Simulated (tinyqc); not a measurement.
Equilibrium crystal shape, supported particles, Gibbs-Thomson effect and coarsening: one step, computed by the program tinyqc.

A cubic crystal bounded by {100}, {110} and {111} facets only.

Task: Surface energies from broken bonds. A cut with normal n breaks sum_R |R.n|/(2 Omega) bonds per area (R over all neighbours of a shell) and makes two surfaces: gamma = sum over shells e_s sum_R |R.n|/(4 Omega). bcc: 8 neighbours a/2 (1,1,1), 6 at a (1,0,0), Omega = a^3/2.

Inputs (values chosen for the exercise, for a model metal): lattice constant a = 3.46 angstrom; first-neighbour bond energy e1 = 0.36 eV; second-neighbour bond energy e2 = 0.17 eV.

Surface energies: broken bonds, bcc.

Constants: 1 eV/angstrom^2 = 16.02176634 J/m^2.

Give: gamma; Omega.

Result:

gamma (J/m^2): (100) 1.1911, (110) 1.0031, (111) 1.2286

Omega = 20.711 angstrom^3

The lowest energy belongs to (110), the most densely packed plane of this lattice.
